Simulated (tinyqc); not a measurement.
From one set of inputs to another, one input at a time: solubility, supersaturation, precipitation and gettering of an impurity in a silicon-like host. Computed by tinyqc, a small Python program. Command: `OMP_NUM_THREADS=1 python tinyqc.py 3011027 3011028 out.jsonl ripen ladder`. One thread of a shared host (Intel(R) Xeon(R) Processor @ 2.30GHz), about 0.01 s of CPU time with the checks.

The wafer was saturated at T1 and is then held at T.

The inputs printed are set A. Set A is modelled on nickel in silicon; the values taken over come from a set modelled on iron in silicon. Inputs not listed in the table keep their values of set A, so the rows need not describe a real material.

Inputs (values chosen for the exercise, modelled on nickel in silicon):

| quantity | value | unit |
|---|---|---|
| site density N0 | 5e+22 | 1/cm^3 |
| enthalpy of solution H | 1.64 | eV |
| entropy of solution S | 3 | k_B |
| diffusion prefactor D0 | 0.0017 | cm^2/s |
| migration energy Q | 0.463 | eV |
| temperature of saturation T1 | 1200 | K |
| anneal temperature T | 792 | K |
| sink density n | 1.5e+10 | 1/cm^3 |
| initial sink radius r0 | 24 | nm |
| impurity density in the precipitate C_p | 2.3e+22 | 1/cm^3 |
| interface energy gamma | 0.57 | J/m^2 |
| anneal time t | 1.7 | s |
| wafer thickness w | 775 | micrometre |

Gettering: relaxation gettering at sinks.

Constants: k_B = 8.617333262e-05 eV/K; k_B = 1.380649e-23 J/K.

Method:
- C_eq(T) = N0 exp(S/k_B - H/(k_B T)); D(T) = D0 exp(-Q/(k_B T)); C0 = C_eq(T1). Supersaturation s = C0/C_eq(T); critical radius r* = 2 gamma/(C_p k_B T ln s); barrier W* = (4 pi/3) gamma r*^2. Strain energy is left out.
- tau0 = 1/(4 pi n r0 D); C_fixed(t) = C_eq + (C0 - C_eq) exp(-t/tau0). If all excess precipitates, the final radius is r_f = [r0^3 + 3 (C0 - C_eq)/(4 pi n C_p)]^(1/3), with tau_f = 1/(4 pi n r_f D).
- Growing sinks: with y = r/r_f and y0 = r0/r_f, dy/dt = (1 - y^3)/(3 tau_f y), which integrates to t/tau_f = F(y) - F(y0), F(y) = (1/2) ln[(1 + y + y^2)/(1 - y)^2] - sqrt(3) arctan[(2y + 1)/sqrt(3)]; the share of the excess left is (1 - y^3)/(1 - y0^3), and C(t) = C_eq + (C0 - C_eq) x share.
- Near a surface held at C_eq(T) the excess decays by out-diffusion over sqrt(D t) and by capture over L_s = sqrt(D tau_f) = (4 pi n r_f)^(-1/2); the shorter length sets the depth from which the surface draws.

Each row keeps all changes above it:

| input moved | from | to | supersaturation s | C(t) with growing sinks (1/cm^3) | capture length L_s (micrometre) |
|---|---|---|---|---|---|
| set A | - | - | 3.5335e+03 | 1.1223e+16 | 10.625 |
| wafer thickness w (micrometre) | 775 | 625 | 3.5335e+03 | 1.1223e+16 | 10.625 |
| anneal temperature T (K) | 792 | 667 | 3.1913e+05 | 7.5167e+16 | 10.624 |
| migration energy Q (eV) | 0.463 | 0.669 | 3.1913e+05 | 1.2856e+17 | 10.624 |
| entropy of solution S (k_B) | 3 | 7.8 | 3.1913e+05 | 1.5453e+19 | 4.888 |
| enthalpy of solution H (eV) | 1.64 | 2.86 | 3.9662e+09 | 1.1749e+14 | 14.853 |
| impurity density in the precipitate C_p (1/cm^3) | 2.3e+22 | 3.2e+22 | 3.9662e+09 | 1.1749e+14 | 14.857 |
| diffusion prefactor D0 (cm^2/s) | 0.0017 | 0.001 | 3.9662e+09 | 1.1805e+14 | 14.857 |

Supersaturation s goes from 3530 to 3.97e9, a factor 1.12e6 in all. The largest single move comes from enthalpy of solution H (a factor 12400). C(t) with growing sinks goes from 1.12e16 to 1.18e14, a factor 0.0105 in all. The largest single move comes from enthalpy of solution H (a factor 7.60e-6), and entropy of solution S works against it (a factor 120). Capture length L_s goes from 10.6 to 14.9, a factor 1.40 in all. The largest single move comes from enthalpy of solution H (a factor 3.04), and entropy of solution S works against it (a factor 0.460). The single moves hold for this order of the switches; the total does not depend on the order.

Caution (rows enthalpy of solution H, impurity density in the precipitate C_p, diffusion prefactor D0): the barrier to homogeneous nucleation is below 35 k_B T for these inputs, so new precipitates would form and outnumber the fixed sinks assumed here.

Extremes, crossings and ranges named in words are read from the listed rows.
